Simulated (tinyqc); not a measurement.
Inside a calculation. Method: coherent transport through a tight-binding region between two chains. Computed by tinyqc, a small Python program that keeps every step. Settings: temperature = 300, mu = -0.29. Command: `OMP_NUM_THREADS=1 python tinyqc.py 22529 22530 out.jsonl` (the two numbers bound the seeds that draw the settings). One thread of a shared host (Intel(R) Xeon(R) Processor @ 2.60GHz), about 0.09 s of CPU time with the checks.

## Transmission at E = -0.45 eV

H of the central region (eV):
```
         1        2        3        4        5
1  -0.3000  -0.9100   0.0000   0.0000   0.0000
2  -0.9100  -0.2900  -1.6500   0.0000   0.0000
3   0.0000  -1.6500   0.4100  -1.6300   0.0000
4   0.0000   0.0000  -1.6300  -0.5500  -1.4400
5   0.0000   0.0000   0.0000  -1.4400  -0.0900
```

Leads: semi-infinite chains with site energy 0:
```
parameter                           value
lead hopping t (eV)              1.200000
coupling to the left lead (eV)   0.250000
coupling to the right lead (eV)  0.230000
left contact site                       1
right contact site                      5
```

E = -0.4500 eV

Surface Green function g = (E - i sqrt(4 t^2 - E^2)) / (2 t^2); self-energy tc^2 g on each contact site; G = (E - H - Sigma)^(-1); Gamma = -2 Im Sigma; T = Gamma_L Gamma_R |G_LR|^2; local density of states -Im G_ii / pi.

g = -0.1562-0.8186i 1/eV

G (1/eV):
```
                 1                2                3                4
1  -1.7297-0.2135i   0.8203+0.0643i   1.0335+0.1240i  -0.2851+0.0003i
2   0.8203+0.0643i   0.1300-0.0362i   0.1662-0.0390i  -0.0439+0.0161i
3   1.0335+0.1240i   0.1662-0.0390i  -0.5539-0.0722i   0.1530+0.0014i
4  -0.2851+0.0003i  -0.0439+0.0161i   0.1530+0.0014i   0.1252-0.0155i
5  -1.1501-0.1404i  -0.1851+0.0430i   0.6163+0.0816i   0.5126-0.0005i

                 5
1  -1.1501-0.1404i
2  -0.1851+0.0430i
3   0.6163+0.0816i
4   0.5126-0.0005i
5  -0.7332-0.0923i
```

local density of states (1/eV): 0.0680  0.0115  0.0230  0.0049  0.0294

transmission = 0.0119

## Transmission across the band

The same steps on a grid of energies.

T(E):
```
E (eV)            T
-2.280000  7.10e-05
-2.052000  2.75e-04
-1.824000    0.0011
-1.596000    0.0122
-1.368000    0.0355
-1.140000    0.0057
-0.912000    0.0040
-0.684000    0.0050
-0.456000    0.0115
-0.228000    0.1044
0.000000     0.0701
0.228000     0.0134
0.456000     0.0088
0.684000     0.0140
0.912000     0.5068
1.140000     0.0062
1.368000     0.0010
1.596000   2.98e-04
1.824000   1.29e-04
2.052000   6.70e-05
2.280000   3.32e-05
```

levels of the isolated region (eV): -2.7481  -1.4520  -0.1278  0.9215  2.5864

## Current

I = (2e/h) int T(E) [f(E - mu - V/2) - f(E - mu + V/2)] dE at 300 K with mu = -0.29 eV, the bias not changing H; 2e^2/h = 77.48092 microsiemens; the integral runs over the band on 4001 points.

Current:
```
V (volt)  I (microampere)
0.0100             0.0451
0.0500             0.2318
0.1000             0.5037
0.2000             1.3629
0.4000             4.6080
0.8000             6.6453
```
